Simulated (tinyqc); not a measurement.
# Surface potential of a MOS transistor: implicit equation and explicit approximations: two studies

p-type body, charge-sheet picture, depletion and inversion only, full ionisation (an idealisation for deep acceptors), Boltzmann statistics (rough once Na exp(x - xn) passes about Nc/7). In units of Vt: xg = (Vg - Vfb)/Vt, x = psi/Vt, G = gamma/sqrt(Vt), xn = (2 phiF + Vc)/Vt. The implicit equation is (xg - x)^2 = G^2 [x - 1 + exp(x - xn)] for x above about 3. Cox = eps0 eox/tox.

Parameters, values chosen for the exercise; band and dielectric values close to those of silicon: temperature T = 300 K; band gap Eg = 1.11 eV; relative permittivity eps_r = 11.7; conduction-band density of states at T Nc = 2.75e19 cm^-3; valence-band density of states at T Nv = 2.65e19 cm^-3; relative permittivity of the gate insulator (close to zirconium oxide) eox = 24.3; insulator thickness tox = 9.3 nm; acceptor density Na = 4.3e17 cm^-3; flat-band voltage Vfb = -0.77 V; channel-body voltage Vc = 0 V; gate-body voltage Vg = 1.07 V.

Constants: q = 1.602176634e-19 C, kB = 1.380649e-23 J/K, Vt = kB T/q, eps0 = 8.8541878128e-14 F/cm where lengths are in cm. Results are converted to the units shown.

Each table varies one quantity; the others keep the values above.

## Accuracy of the approximations against gate voltage

ni = sqrt(Nc Nv) exp(-Eg/(2 Vt)), Eg in volts; phiF = Vt ln(Na/ni); gamma = sqrt(2 q eps0 eps_r Na)/Cox; VT = Vfb + Vt (xn + G sqrt(xn - 1)). Depletion value a = 1 + [sqrt(G^2/4 + xg - 1) - G/2]^2; inversion value b = xn + ln[(xg - xn)^2/G^2 - xn + 1] and first guess y = min(a, b) - ln(1 + exp(-|a - b|)) if a > xn + 1, else b = y = a; one second-order correction with D = exp(y - xn), p = 2 (xg - y) + G^2 (1 + D), w = (xg - y)^2 - G^2 (y - 1 + D): z = y + 2 w/(p + sqrt(p^2 - 2 (2 - G^2 D) w)), or the Newton step z = y + w/p where the root is not real. N_inv = (Cox Vt G/q) [sqrt(x - 1 + exp(x - xn)) - sqrt(x - 1)] at the root. Lambert form (Cox m Vt/q) W0[(G/(2 m sqrt(xn - 1))) exp((Vg - VT)/(m Vt))], m = 1 + G/(2 sqrt(xn - 1)). Errors under 1e-4 mV, and the linear form below VT, are printed as 0.

Accuracy of the approximations against gate voltage:
```
Vg (V)	psi (V)	x - xn	error of y (mV)	error of z (mV)	N_inv (cm^-2)	Cox (Vg - VT)/q (cm^-2)	Lambert form (cm^-2)
-0.12	0.5336	-14.02	0	0	3.502e4	0	2.300e4
0.08	0.7145	-7.020	2.07e-3	0	3.283e7	0	2.826e7
0.28	0.8955	-0.01787	2.03	-1.60e-4	3.188e10	2.462e10	3.208e10
0.48	0.9990	3.985	23.5	6.97	1.299e12	2.913e12	1.390e12
0.68	1.034	5.354	17.2	-3.06	3.633e12	5.801e12	3.863e12
0.88	1.055	6.160	13.3	-0.982	6.196e12	8.689e12	6.537e12
1.08	1.070	6.736	11.0	-0.484	8.852e12	1.158e13	9.283e12
1.28	1.082	7.185	9.41	-0.284	1.156e13	1.446e13	1.206e13
1.48	1.091	7.553	8.28	-0.184	1.430e13	1.735e13	1.487e13
```

psi rises from 0.534 to 1.09 V and ends 7.6 Vt above 2 phiF + Vc. Among the rows the first guess is off by at most 23 mV (at Vg = 0.48 V) and the corrected value by at most 7.0 mV. In the last row the linear form is 21 % above N_inv and the Lambert form 4.0 % above it; in the first row the Lambert form is 34 % below it. For Vg = 0.48, 0.68, 0.88, 1.08, 1.28, 1.48 the electron quasi-Fermi level lies less than 2 Vt below the band edge at the surface, or above it, where degeneracy and confinement, left out, matter.

## Effect of the acceptor density at fixed gate voltage

Same model as above.

Vfb is held fixed.

Effect of the acceptor density at fixed gate voltage:
```
Na (cm^-3)	psi (V)	x - xn	error of y (mV)	error of z (mV)	N_inv (cm^-2)	Cox (Vg - VT)/q (cm^-2)	Lambert form (cm^-2)
1.4e16	0.9873	10.38	14.2	-1.35	1.189e13	1.583e13	1.295e13
3.1e16	1.007	9.542	13.4	-1.08	1.141e13	1.505e13	1.231e13
6.9e16	1.026	8.691	12.7	-0.852	1.081e13	1.417e13	1.156e13
1.5e17	1.045	7.860	12.0	-0.673	1.008e13	1.316e13	1.069e13
3.3e17	1.063	7.003	11.3	-0.535	9.111e12	1.192e13	9.583e12
7.2e17	1.081	6.127	10.7	-0.447	7.825e12	1.036e13	8.167e12
1.6e18	1.097	5.157	10.7	-0.437	6.017e12	8.245e12	6.235e12
3.4e18	1.107	4.037	12.2	-0.663	3.685e12	5.534e12	3.795e12
```

As Na goes from 1.4e16 to 3.4e18, psi rises from 0.987 to 1.11 V, x - xn falls from 10.4 to 4.04 and N_inv falls from 1.19e13 to 3.69e12 cm^-2. The Lambert form lies between 1.03 and 1.09 times N_inv. In every row the electron quasi-Fermi level lies less than 2 Vt below the band edge at the surface, or above it, where degeneracy and confinement, left out, matter.

tinyqc, about 0.01 s, one thread, Intel Xeon 2.30GHz (shared host): `OMP_NUM_THREADS=1 python tinyqc.py 2122180 2122181 out.jsonl`
